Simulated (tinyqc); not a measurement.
Inside a calculation. Model: gas flow in a process chamber: flow regimes, conductance, effective pumping speed, pump-down, outgassing and purge. Computed by tinyqc, a small Python program that keeps every step. Command: `OMP_NUM_THREADS=1 python tinyqc.py 3120546 3120547 out.jsonl pump walk`. One thread of a shared host (Intel(R) Xeon(R) Processor @ 2.30GHz), about 0.07 s of CPU time with the checks. Intermediate numbers are printed to about 5 digits and carried at full precision; extremes and crossings named in words are read from the listed rows.

Ideal gas, isothermal flow, a pump of constant speed at the end of a round pipe; process gas, volume gas and outgassing are given the same properties. 1 sccm = 101325 Pa x 1e-6 m^3/60 s x T/273.15 K.

Inputs (values chosen for the exercise, modelled on nitrogen near room temperature):
```
quantity,value,unit
molar mass M,28.01,g/mol
molecular diameter,0.37,nm
viscosity eta,17.8,micropascal s
temperature T,293,K
chamber volume V,130,L
wall area,3.6,m^2
pipe diameter d,10,cm
pipe length l,27,cm
pump speed S,500,L/s
process gas flow,920,sccm
outgassing rate after 1 h,4e-06,Pa m^3/(s m^2)
outgassing exponent n,1,-
starting pressure p0,2400,Pa
target base pressure,0.0004,Pa
```

Constants: k_B = 1.380649e-23 J/K; u = 1.6605390666e-27 kg.

## Molecular flow

Mean speed c = sqrt(8 k_B T/(pi m)); aperture conductance C_a = c pi d^2/16; molecular pipe C_m = C_a/(1 + 3 l/(4 d)) (Dushman form); viscous pipe C_v = pi d^4 p_mean/(128 eta l); Knudsen interpolation C = C_v + C_m (1 + x)/(1 + 1.24 x), x = d p_mean sqrt(m/(k_B T))/eta. Effective speed 1/S_eff = 1/S + 1/C_m; time constant V/S_eff; pressure at which the free path k_B T/(sqrt2 pi d_m^2 p) equals d.

mean speed c = 470.61 m/s

C_a = 924.05 L/s

C_m = 305.47 L/s

S_eff in molecular flow = 189.62 L/s

time constant = 0.68557 s

pressure where the free path equals d = 0.066509 Pa

The pipe passes on 38 % of the pump speed.

## Process pressure

Steady flow: the pump inlet is at p_2 = Q/S, and the chamber pressure p_1 solves Q = C((p_1 + p_2)/2) (p_1 - p_2). Residence time = p_1 V/Q. Knudsen number = free path at the mean pressure over d.

throughput Q = 1666.6 Pa L/s

p_2 = 3.3331 Pa

chamber pressure p_1 = 4.1092 Pa

conductance C = 2147.4 L/s

residence time = 0.32054 s

Knudsen number = 0.017873

The flow in the pipe is transitional.

## Purging a well-mixed chamber

With steady flow a contaminant decays as exp(-t/residence time); gas used = flow x time.

time to dilute 1e3 times = 2.2142 s

time to dilute 1e6 times = 4.4284 s

gas used for 1e6 = 67.902 standard cm^3

## Pump-down curve

Pump-down: V dp/dt = -S_eff(p) p + q(t) A, with S_eff = S p_2/p, where p_2 solves C((p + p_2)/2) (p - p_2) = S p_2 at each moment, and q(t) = q_1 (1 h/(t + 10 s))^n; integrated adaptively. At long times p = q(t) A/S_eff. S_eff(p) is tabulated at 260 pressures and interpolated in ln p. Comparison columns: p0 exp(-t/time constant) with the molecular S_eff (0 below 1e-26 p0), and the outgassing limit.

Pressure against time:
```
t (s),p (Pa),S_eff (L/s),volume gas only (Pa),outgassing limit (Pa)
0.3,7.5769e+02,499.35,1.5494e+03,2.6542e-02
1,5.2228e+01,490.79,5.5813e+02,2.4853e-02
3,2.7262e-01,207.82,3.0184e+01,2.1030e-02
10,1.4377e-02,187.24,1.1103e-03,1.3669e-02
30,7.0090e-03,188.23,2.3764e-16,6.8346e-03
100,2.5084e-03,189.07,0,2.4853e-03
300,8.8480e-04,189.42,0,8.8189e-04
1000,2.7095e-04,189.56,0,2.7068e-04
3600,7.5752e-05,189.60,0,7.5730e-05
20000,1.3663e-05,189.62,0,1.3662e-05
100000,2.7336e-06,189.62,0,2.7336e-06
```

From t = 10 s on the pressure is within 20 % of the outgassing limit, which falls only as (t + 10 s)^-1: walls, not volume, set the time to base pressure. Early on viscous flow raises S_eff to 499 L/s, 2.6 times its molecular value.

## Time to base pressure

From the outgassing limit: t = 1 h x (q_1 A/(S_eff p_target))^(1/n) - 10 s; monolayer time at the target = 1e19 m^-2 x 4 k_B T/(p c) for unit sticking.

time to the target = 0.18707 h

monolayer time = 0.85958 s

Checks made by the program: throughput from C and the pressure drop (relative difference below 1e-10).
